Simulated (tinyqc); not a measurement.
# Six-transistor SRAM cell, nodal equations and margins, step by step

Numbers from tinyqc (`OMP_NUM_THREADS=1 python tinyqc.py 2340063 2340064 out.jsonl`; about 0.1 s on one thread of a shared Intel Xeon 2.30GHz). Printed values are rounded.

Two cross-coupled inverters (pull-down bn, pull-up bp) hold the nodes Q and QB; access transistors (ba, threshold VTn, gate on the word line at Vdd when selected) join them to the bit lines. Transistor (EKV form, voltages against the body): I = 2 n b Vt^2 [F(vp - Vs) - F(vp - Vd)] from drain to source, F(v) = ln^2(1 + exp(v/(2 Vt))), vp = (Vg - VT + sg |Vd - Vs|)/n. n-channel bodies are at 0; for the p-channel device all voltages are counted down from Vdd. b in uA/V^2 gives I in uA. For an access transistor the bit line is the drain and the node the source. In a read both bit lines are at Vdd. The cell is symmetric (no mismatch).

Values chosen for this exercise: temperature T = 300 K; supply voltage Vdd = 0.6 V; slope factor n = 1.12; drain-induced barrier lowering sg = 0.09; n-channel threshold VTn = 0.3 V; p-channel threshold (magnitude) VTp = 0.33 V; gain factor of the pull-down transistor bn = 270 uA/V^2; gain factor of the access transistor ba = 110 uA/V^2; gain factor of the pull-up transistor bp = 130 uA/V^2.

Constants: q = 1.602176634e-19 C, kB = 1.380649e-23 J/K, Vt = kB T/q. Results are converted to the units shown.

## Iteration 1: node voltages in a read by Newton steps

(Q, QB) at the start (V): Q 0.000000, QB 0.600000

F1 = In(gate QB, drain Q) - Ip(gate QB, drain Q) - Ia(bit line, Q), F2 the same with Q and QB exchanged; J by central differences with +/- 1e-6 V; solve J d = -F, limit each component to +/- 0.15 V and add.

F1, F2 (uA): -6.15837  0.00008

J (uS):
```
          Q      QB
F1  122.626   0.000
F2    0.003  34.842
```

(Q, QB) after iteration 1 (V): Q 0.050221, QB 0.599994

## Iteration 2: node voltages in a read by Newton steps

As before.

F1, F2 (uA): -0.510582  0.000274

J (uS):
```
          Q      QB
F1  102.254  13.876
F2    0.016  28.107
```

(Q, QB) after iteration 2 (V): Q 0.055216, QB 0.599981

## Course of the iteration: node voltages in a read by Newton steps

Stop when the largest change of (Q, QB) is below 1e-9 V, or after 30 iterations. The rule counts as met only at the stable state with Q low.

Course of the iteration:
```
iteration      Q (V)  largest |change| of one entry (V)
1          0.0502210                             0.0502
2          0.0552159                            4.99e-3
3          0.0552670                            5.11e-5
4          0.0552670                            5.44e-9
5          0.0552670                            < 1e-14
```

Converged in 5 iterations. At the end the number of correct digits about doubles with each step.

## Read current and disturbance

(Q, QB) (V): Q 0.0552670, QB 0.599980

Iread = Ia(bit line at Vdd, source Q); cell ratio bn/ba; time to pull a bit line of 20 fF down by 0.1 V at that current.

Iread = 4.05992 uA
cell ratio = 2.45455
time = 492.620 ps

The read lifts the low node to 55.3 mV, against a balance point of 283 mV.

## The largest square in the read butterfly

c, point 0 to 6 (V): 0.1  0.17  0.24  0.29  0.34  0.37  0.41

f(x) is the node voltage of one half-cell in a read for input x (In - Ip - Ia = 0). Static noise margin: side of the largest square between the curve (x, f(x)) and its mirror image (f(y), y); with h(c) the root x of f(x) - x = c, it is the maximum over c > 0 of h(c) - h(-c) + c.

```
point  h(c) (V)  h(-c) (V)  side (V)
0      0.264573   0.322764  0.041809
1      0.258074   0.356124  0.071950
2      0.251606   0.390621  0.100985
3      0.244865   0.416449  0.118416
4      0.231204   0.444846  0.126358
5      0.216156   0.463744  0.122412
6      0.186243   0.491347  0.104896
```

The maximum over c is 126.4 mV, the read margin; with the word line off (no Ia) the same construction gives 228.9 mV.
